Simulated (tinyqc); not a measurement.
Uniformly doped HEMT, charge control: one step of the calculation.

A two-dimensional electron gas of density ns under a barrier. EF and the subbands are counted from the conduction-band edge of the channel at the interface. Two subbands of a triangular well with an infinite wall, parabolic band, no carriers in the barrier.

Question. New ns. F = q (eta ns + Nb)/(eps0 ec) in eV/nm; E_k = a_k (C F^2/me)^(1/3), a_0 = 2.338107, a_1 = 4.087949, C = hbar^2/(2 m0); D = me m0 q/(pi hbar^2); ns = D Vt [ln(1 + exp((EF - E_0)/Vt)) + ln(1 + exp((EF - E_1)/Vt))], which gives EF = E_0 + Vt ln{2 s/[(1 + u) + sqrt((1 + u)^2 + 4 u s)]} with s = exp(ns/(D Vt)) - 1, u = exp((E_0 - E_1)/Vt). Substitution: ns(new) = eps0 eb (Vg - Voff - EF)/(q d) - Nb.

Values chosen for this exercise; material values close to those of InAlAs on In0.53Ga0.47As:
```
symbol,value,unit,meaning
T,77,K,temperature
d,31,nm,barrier thickness from gate to channel
me,0.0399,m0,electron mass in the channel
ec,13.7,,relative permittivity of the channel
eta,0.6,,share of ns that counts in the confining field
Nb,3e10,cm^-2,depletion charge of the buffer
Vg,0.16,V,gate voltage
```

Constants: q = 1.602176634e-19 C, kB = 1.380649e-23 J/K, hbar = 1.054571817e-34 J s, m0 = 9.1093837015e-31 kg, Vt = kB T/q, eps0 = 8.8541878128e-14 F/cm where lengths are in cm, hbar^2/(2 m0) = 0.0380998212 eV nm^2. Results are converted to the units shown.

ns after iteration 1 = 3.1650591e11 cm^-2
eb = 12.7
Voff = -0.016079284 V

Find: E_0; E_1; EF; ns after iteration 2.

Answer.

E_0 = 0.04687 eV
E_1 = 0.08195 eV
EF = 0.06495 eV
ns after iteration 2 = 2.216e11 cm^-2

Numbers from tinyqc (`OMP_NUM_THREADS=1 python tinyqc.py 2180074 2180075 out.jsonl`; about 0.01 s on one thread of a shared Intel Xeon 2.30GHz).
